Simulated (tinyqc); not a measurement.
# Semiconductor laser, carrier and photon rate equations, step by step

Computed by the program tinyqc: `OMP_NUM_THREADS=1 python tinyqc.py 2840045 2840046 out.jsonl`, one thread of a shared Intel Xeon 2.30GHz, about 0.01 s for the whole run. Printed values are rounded.

Carrier density N and photon density S in one mode: dN/dt = F1 = eta I/(q V) - (A N + B N^2 + C N^3) - vg g S; dS/dt = F2 = G vg g S + G be B N^2 - S/tp, with g = g0 ln(N/Ntr)/(1 + ec S). Output power P = Fo Eph S V/(G tp). No heating, no carrier transport.

Values chosen for this exercise:
- V = 6e-11 cm^3 (active volume)
- G = 0.049 (confinement factor)
- vg = 8.04e9 cm/s (group velocity)
- g0 = 1400 1/cm (gain coefficient)
- Ntr = 1.3e18 cm^-3 (transparency density)
- ec = 9.2e-18 cm^3 (gain compression)
- tp = 2.6 ps (photon lifetime)
- A = 3.9e7 1/s (defect recombination coefficient)
- B = 7.8e-11 cm^3/s (radiative coefficient)
- C = 1.6e-29 cm^6/s (Auger coefficient)
- be = 1.6e-5 (share of spontaneous emission into the mode)
- eta = 0.87 (injection efficiency)
- Fo = 0.55 (share of cavity losses that is output)
- Eph = 1.46 eV (photon energy)
- I = 22 mA (drive current)
- dt = 8 ps (time step)

Constants: q = 1.602176634e-19 C. Results are converted to the units shown.

## Threshold

gth = 1/(G vg tp), Nth = Ntr exp(gth/g0), Ith = q V (A Nth + B Nth^2 + C Nth^3)/eta. Above it S is near G tp eta (I - Ith)/(q V). Carrier lifetime at threshold Nth/(A Nth + B Nth^2 + C Nth^3).

gth = 976.280 1/cm
Nth = 2.61093e18 cm^-3
Ith = 10.1471 mA
estimate of S = 1.36664e14 cm^-3
carrier lifetime = 2.84314 ns

## Iteration 1: steady state by Newton steps

(N, S) at the start (Nth and the estimate of S): N (1e18 cm^-3) 2.611, S (1e15 cm^-3) 0.137

Jacobian, with a = g0/(N (1 + ec S)) and d = g/(1 + ec S): J11 = -(A + 2 B N + 3 C N^2) - vg a S, J12 = -vg d, J21 = G vg a S + 2 G be B N, J22 = G vg d - 1/tp. Solve J d = -F and add d to (N, S).

F1, F2 (1e27 cm^-3/s): [-0.00137857, -6.39539e-5]

J (1/ns):

|  | N | S |
|---|---|---|
| F1 | -1.36341 | -7829.84 |
| F2 | 0.0289036 | -0.953428 |

(N, S) after iteration 1: N (1e18 cm^-3) 2.61319, S (1e15 cm^-3) 0.136442

## Iteration 2: steady state by Newton steps

As before.

F1, F2 (1e27 cm^-3/s): [4.85115e-6, -2.85684e-7]

J (1/ns):

|  | N | S |
|---|---|---|
| F1 | -1.36141 | -7839.35 |
| F2 | 0.0287618 | -0.487337 |

(N, S) after iteration 2: N (1e18 cm^-3) 2.61320, S (1e15 cm^-3) 0.136441

## Course of the iteration: steady state by Newton steps

Stop when the largest change of (N, S) is below 1e-9, or after 40 iterations. N is counted in 1e18 and S in 1e15 cm^-3, and S must be positive.

Course of the iteration:

| iteration | S (1e15 cm^-3) | largest \|change\| of one entry |
|---|---|---|
| 1 | 0.136442 | 2.19e-3 |
| 2 | 0.136441 | 9.91e-6 |
| 3 | 0.136441 | 9.88e-11 |

Converged in 3 iterations. The change falls from 0.0022 in the first iteration to below the tolerance in the last.

## Power, relaxation frequency, damping and bandwidth

N = 2.61320e18 cm^-3
S = 1.36441e14 cm^-3

Jacobian, with a = g0/(N (1 + ec S)) and d = g/(1 + ec S): J11 = -(A + 2 B N + 3 C N^2) - vg a S, J12 = -vg d, J21 = G vg a S + 2 G be B N, J22 = G vg d - 1/tp. wR^2 = det J, gamma = -trace J, fR = wR/(2 pi); the response wR^2/(wR^2 - w^2 + i gamma w) falls to 1/sqrt(2) at w^2 = x + sqrt(x^2 + wR^4), x = wR^2 - gamma^2/2 (f3dB = w/(2 pi)).

P = 8.26707 mW
fR = 2.39333 GHz
gamma = 1.84665 1/ns
f3dB = 3.70877 GHz

f3dB is 1.55 times fR (1.55 without damping). gamma/wR = 0.12: the response has a resonance peak.

## One Runge-Kutta step of a transient

(N, S) at the start: N (1e18 cm^-3) 2.665, S (1e15 cm^-3) 0.0682

y = (N, S), k1 = F(y), k2 = F(y + dt k1/2), k3 = F(y + dt k2/2), k4 = F(y + dt k3), y(new) = y + dt (k1 + 2 k2 + 2 k3 + k4)/6.

slopes per ps, N in 1e18 and S in 1e15 cm^-3:

|  | dN/dt | dS/dt |
|---|---|---|
| k1 | 4.79583e-4 | 7.54493e-4 |
| k2 | 4.53126e-4 | 8.15327e-4 |
| k3 | 4.51276e-4 | 8.16484e-4 |
| k4 | 4.22862e-4 | 8.80700e-4 |

(N, S) after the step: N (1e18 cm^-3) 2.66861, S (1e15 cm^-3) 0.0747318
